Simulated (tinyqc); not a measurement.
Polytypes and stacking faults of a tetrahedral semiconductor in an axial Ising model with couplings up to third neighbours: one step, computed by the program tinyqc.

Each double layer has s = +1 or -1 for the sense of its stacking step; E per pair of atoms = E0 - sum_n J_n <s_i s_(i+n)>, n = 1, 2, 3. Hexagonality h = (1 - <s_i s_(i+1)>)/2.

Task: Electronic energy gained by the fault. The fault binds electrons in a two-dimensional band E_b below the conduction edge, g2 = m m0/(pi hbar^2) for one valley. With the Fermi level held by the bulk, eta = ln[n/N_c(T)], N_c(T) = N_c (T/300)^1.5, the grand potential falls by g2 (k_B T)^2 F1(x), x = eta + E_b/(k_B T), F1(x) = integral from 0 to infinity of ln(1 + exp(x - t)) dt; sheet density g2 k_B T ln(1 + e^x). Band bending by the trapped charge is left out, so the gain is an upper bound. Net fault energy = gamma of the I2 fault less the electronic gain.

Inputs (values chosen for the exercise, for a model crystal):
```
quantity                                    value    unit
binding energy of the fault level E_b       0.092      eV
in-plane mass m                               0.4      m0
effective density of states N_c at 300 K  2.6e+19  1/cm^3
electron density n                        5.6e+16  1/cm^3
temperature T                                1150       K
```

Host polytype: 2H.

energy of the glide fault, I2 = 44.37421 mJ/m^2

Constants: m_0 = 9.1093837015e-31 kg; hbar = 1.054571817e-34 J s; k_B = 1.380649e-23 J/K; k_B = 8.617333262e-05 eV/K.

Give: x; sheet density; electronic gain; net fault energy.

Result:

x = -7.2277

sheet density = 1.2020e+10 1/cm^2

electronic gain = 0.0019088 mJ/m^2

net fault energy = 44.372 mJ/m^2

The gain offsets 0.0043 % of the fault energy.
